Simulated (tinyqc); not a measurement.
Gated graphene: carriers, quantum capacitance and optical conductivity: sweeps and comparisons. A value that a table varies takes the place of the one given here.

Cones E = +/- hv |k|, four flavours, D(E) = 2|E|/(pi hv^2). n = (2/pi)(kT/hv)^2 F_1(mu/kT), p = (2/pi)(kT/hv)^2 F_1(-mu/kT), in 1/angstrom^2 (1e16 for 1/cm^2); F_1(eta) = integral_0^infinity x dx/(1 + exp(x - eta)). Cq/e^2 = d(n - p)/d mu = (2 kT/(pi hv^2)) ln(2 + 2 cosh(mu/kT)).

Gate: V = mu/e + e (n - p)/Cox with Cox/e^2 = k/(4 pi e2 t), t in angstrom, e2 = e^2/(4 pi eps0); 1/(eV angstrom^2) in C/e^2 equals 1602.176634 microfarad/cm^2; total 1/C = 1/Cox + 1/Cq.

Conductivity over sigma0 = e^2/(4 hbar): interband Re = sinh(E/2kT)/(cosh(mu/kT) + cosh(E/2kT)); intraband Re = (8 kT/pi) ln(2 cosh(mu/2kT)) Gm/(E^2 + Gm^2). A free sheet absorbs about pi alpha_f Re(sigma/sigma0), alpha_f the fine-structure constant (alpha among the constants).

Constants: kB = 8.617333262e-05 eV/K; e^2/(4 pi eps0) = 14.39964547 eV angstrom; fine-structure constant alpha = 0.007297352564.

Parameters, chosen for this exercise (Fermi velocity near that of graphene, gate dielectric near HfO2; the results hold for these values, not for the real material):
- hv = 6.32 eV angstrom (hbar vF)
- T = 150 K
- k = 18.27 (dielectric constant of the gate layer)
- t = 5 nm (its thickness)
- Gm = 20 meV (intraband damping)
- V = 0.19 V (gate voltage from the neutrality point)

## Gate sweep

Results:

| V (V) | mu (eV) | n - p (1/cm^2) | n + p (1/cm^2) | Cq (microfarad/cm^2) | C/Cox | Cox V/e (1/cm^2) |
|---|---|---|---|---|---|---|
| 0 | 0.0000 | 0 | 4.38e+10 | 0.458 | 0.124 | 0 |
| 0.0057 | 0.0050 | 1.44e+10 | 4.58e+10 | 0.470 | 0.127 | 1.15e+11 |
| 0.015 | 0.0130 | 3.95e+10 | 5.74e+10 | 0.538 | 0.143 | 3.03e+11 |
| 0.038 | 0.0320 | 1.21e+11 | 1.25e+11 | 0.871 | 0.212 | 7.67e+11 |
| 0.076 | 0.0598 | 3.28e+11 | 3.28e+11 | 1.53 | 0.321 | 1.53e+12 |
| 0.13 | 0.0934 | 7.39e+11 | 7.39e+11 | 2.39 | 0.424 | 2.63e+12 |
| 0.19 | 0.1256 | 1.30e+12 | 1.30e+12 | 3.21 | 0.498 | 3.84e+12 |
| 0.29 | 0.1716 | 2.39e+12 | 2.39e+12 | 4.38 | 0.575 | 5.86e+12 |
| 0.42 | 0.2225 | 3.99e+12 | 3.99e+12 | 5.68 | 0.637 | 8.48e+12 |

At neutrality n + p = 4.38e+10 1/cm^2 of thermal carriers remain and C/Cox = 0.124; at the last row C/Cox = 0.637 and the plain capacitor rule overstates n - p by 112.6 %. Between the last two rows mu goes as V^0.70; for |mu| well above kT the limits are 1/2 where Cox is small against Cq and 1 where it is large.

## Absorption spectrum

mu = 0.12559 eV

Results:

| E (eV) | interband | intraband | absorption (%) |
|---|---|---|---|
| 0.025 | 0.0001 | 3.1201 | 7.153 |
| 0.050 | 0.0004 | 1.1028 | 2.529 |
| 0.088 | 0.0018 | 0.3927 | 0.904 |
| 0.126 | 0.0078 | 0.1965 | 0.468 |
| 0.176 | 0.0518 | 0.1019 | 0.352 |
| 0.213 | 0.1859 | 0.0699 | 0.586 |
| 0.251 | 0.4983 | 0.0504 | 1.258 |
| 0.289 | 0.8120 | 0.0381 | 1.949 |
| 0.327 | 0.9495 | 0.0298 | 2.245 |
| 0.402 | 0.9971 | 0.0197 | 2.331 |
| 0.502 | 0.9999 | 0.0127 | 2.321 |
| 0.754 | 1.0000 | 0.0056 | 2.305 |

The edge lies at 2|mu| = 0.251 eV and, for |mu| above about 3 kT (here 9.7), rises from 10 % to 90 % over about 8.8 kT = 0.114 eV. The absorption is lowest, 0.352 %, at 0.176 eV of those listed, between the Drude tail and the edge; at the last row it is 2.305 % against pi alpha_f = 2.293 %. The thin-sheet formula fails where the absorption is large, and trigonal warping matters above about 1.5 eV.

## What moves the Fermi level

All results formed anew. Each row changes one parameter from the base and keeps the others.

Results:

| case | mu (eV) | n - p (1/cm^2) | C/Cox |
|---|---|---|---|
| base | 0.1256 | 1.301e+12 | 0.4978 |
| V = 0.247 V | 0.1527 | 1.903e+12 | 0.5466 |
| t = 3.5 nm | 0.1368 | 1.535e+12 | 0.4305 |
| k = 21.92 | 0.1314 | 1.420e+12 | 0.4636 |
| hv = 6.95 eV angstrom | 0.1316 | 1.178e+12 | 0.4621 |
| T = 250 K | 0.1237 | 1.340e+12 | 0.4942 |

The largest shifts from the base row, up to three for each result and ties (the steps differ in size, so this ranks the rows, not the parameters). mu (eV): V +0.0272, t +0.0112, hv +0.0061. n - p (1/cm^2): V +6.03e+11, t +2.34e+11, hv -1.22e+11. C/Cox: t -0.0674, V +0.0488, hv -0.0357.

Computed by tinyqc, a small Python program: `OMP_NUM_THREADS=1 python tinyqc.py 1680951 1680952 out.jsonl` (the numbers bound the seed that draws the inputs); one thread of a shared host (Intel(R) Xeon(R) Processor @ 2.30GHz), about 0.01 s for the whole set of steps.
